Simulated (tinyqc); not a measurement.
# Thickness from two neighbouring fringes

Question. At normal incidence a transparent film with an index between those of air and substrate, taken as constant, has reflectance minima at 2 n1 d = (m + 1/2) lam (small phase shifts at the substrate neglected). Find d and the order m of the shorter wavelength.

Inputs (values chosen for the exercise):
- n1 = 2.04 (index of the transparent film)

wavelengths of two neighbouring reflectance minima (nm): 527  737.8

Solution. Neighbouring orders differ by one: 2 n1 d (1/lam1 - 1/lam2) = 1.

d = 452.1 nm
m = 3

Numbers from tinyqc (`OMP_NUM_THREADS=1 python tinyqc.py 2870199 2870200 out.jsonl`; about 0.4 s on one thread of a shared Intel Xeon 2.30GHz).
